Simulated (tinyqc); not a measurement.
The same layer on three faces: band edges of strained Si(1-x)Ge(x) on relaxed Si(1-y)Ge(y).

Values are linear in the Ge fraction but for ED(x) = linear - CD x (1 - x) and a(x) = linear - Ca x (1 - x). Energies are on the common scale of Ev.

Coherent growth: e_par = (a(y) - a(x))/a(x). (001): e_perp = -2 (C12/C11) e_par; exx = eyy = e_par, ezz = e_perp, no shear. (111): e_perp = -(2 C11 + 4 C12 - 4 C44)/(C11 + 2 C12 + 4 C44) e_par; exx = eyy = ezz = (2 e_par + e_perp)/3 and exy = eyz = ezx = (e_perp - e_par)/3. (110): e_perp = -(C11 + 3 C12 - 2 C44)/(C11 + C12 + 2 C44) e_par; exx = eyy = (e_par + e_perp)/2, ezz = e_par, exy = (e_perp - e_par)/2, eyz = ezx = 0.

A valley with unit axis u lies at Ev + gap + (av + a_valley) tr(e) + Xu (u.e.u - tr(e)/3); the Delta axes are x, y, z and the L axes [111], [1-1-1], [-11-1], [-1-11]. The second-order shift of the Delta valleys under shear is left out; it lowers the pair normal to the sheared plane by tens of meV at a shear of 1 %.

Valence edges: Ev plus the levels of the 6 x 6 matrix of X, Y, Z times spin with -Dso/3 + l exx + m (eyy + ezz) on the diagonal (cyclic), n exy off it, l = av + 2 b, m = av - b, n = sqrt(3) d. Spin-orbit term (Dso/3) L.sigma on X, Y, Z with (L_k)_ij = -i epsilon_kij: <X+|H|Y+> = -i Dso/3, <X+|H|Z-> = Dso/3, <Y+|H|Z-> = -i Dso/3, <Z+|H|X-> = -Dso/3, <Z+|H|Y-> = i Dso/3, <X-|H|Y-> = i Dso/3, and their conjugates; + and - are the spin along z.

Parameters, chosen for this exercise (end members near Si and Ge, in this order; not measured data): a = (5.428, 5.657) angstrom (lattice constant); Dso = (0.043, 0.287) eV (spin-orbit splitting); av = (2.45, 1.23) eV (valence hydrostatic potential); b = (-2.08, -2.57) eV (tetragonal shear potential); d = (-4.82, -5.3) eV (trigonal shear potential); C11 = (164.8, 129) GPa; C12 = (63.9, 48.6) GPa; C44 = (79.3, 67.2) GPa; Ev = (0, 0.67) eV (top of the unstrained valence band); ED = (1.139, 0.946) eV (gap to the Delta valleys); EL = (1.978, 0.749) eV (gap to the L valleys); aD = (1.66, 1.34) eV (hydrostatic potential of the Delta gap); aL = (-2.92, -3.03) eV (hydrostatic potential of the L gap); XuD = (9.31, 9.23) eV (uniaxial potential, Delta); XuL = (16.66, 14.75) eV (uniaxial potential, L); CD = 0.179 eV (bowing of the Delta gap); Ca = 0 angstrom (bowing of the lattice constant); x = 1 (Ge fraction of the layer); y = 0.67 (Ge fraction of the relaxed buffer).

dEc = Ec(buffer) - Ec(layer), dEv = Ev(layer) - Ev(buffer); buffer edges Ev(y) and Ev(y) + min(ED, EL). The digit behind Delta or L counts whole valleys.

Results:
```
face   e_par (%)  lowest valleys  gap (eV)  next valleys above (meV)  valence splitting (meV)  dEc (eV)  dEv (eV)  Delta spread (meV)  L spread (meV)
(001)      -1.34              L4     0.739                        52                       92    -0.030     0.261                 216               0
(111)      -1.34              L3     0.699                       162                       87     0.021     0.250                   0             240
(110)      -1.34              L2     0.659                       142                       89     0.058     0.253                  89             190
```

On (001) only the Delta valleys split (216 meV), on (111) only the L valleys (240 meV), on (110) both (89 and 190 meV). The lowest valleys are L4 on (001), L3 on (111) and L2 on (110); the smallest gap is 0.659 eV on (110) and the largest 0.739 eV on (001).

Computed by tinyqc, a small Python program: `OMP_NUM_THREADS=1 python tinyqc.py 1050154 1050155 out.jsonl` (the numbers bound the seed that draws the inputs); one thread of a shared host (Intel(R) Xeon(R) Processor @ 2.30GHz), about 0.01 s for the whole set of steps.
